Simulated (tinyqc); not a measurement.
Starting guesses with plain Roothaan steps: SCF starting guesses in the sto-3g basis, for H3+, spin multiplicity 1. Computed by the program tinyqc with PySCF. RHF with one setting changed at a time; a run stops when the energy changes by less than 1e-09 hartree and the error matrix is below 1e-5. Starts: the lowest orbitals of the core Hamiltonian, of the Wolfsberg-Helmholz matrix (K = 1.75), projected atomic densities, random orbitals, and the highest orbitals of the core Hamiltonian (a deliberately bad start).

Geometry (angstrom):
```
atom       x       y       z
H     0.0000  0.0000  0.0000
H     0.0000  0.0000  1.4620
H     0.0000  1.2660  0.7310
```

lowest restricted solution found by these runs and by PySCF = -1.129893 hartree

Largest element of the error matrix X^T (FDS - SDF) X:
```
iteration     core  Wolfsberg-Helmholz  atomic densities   random  highest core orbitals
1          3.1e-05             2.0e-05           3.7e-06  1.9e-01                1.6e-01
2          1.5e-06             1.0e-06           9.4e-06  2.2e-01                2.4e-01
3          7.5e-08                   -           4.7e-07  1.5e-02                9.4e-02
4                -                   -                 -  7.8e-04                7.1e-03
5                -                   -                 -  3.8e-05                3.6e-04
6                -                   -                 -  1.9e-06                1.8e-05
```

How each run ends:
```
run                    iterations  E (hartree)         state
core                            3     -1.12989  lowest found
Wolfsberg-Helmholz              2     -1.12989  lowest found
atomic densities                3     -1.12989  lowest found
random                          7     -1.12989  lowest found
highest core orbitals           7     -1.12989  lowest found
```

What does the comparison show, and why?

5 of 5 runs reach the lowest restricted solution found, in 2 to 7 iterations (fastest: Wolfsberg-Helmholz). The first errors are 3e-05, 2e-05, 4e-06, 2e-01, 2e-01.
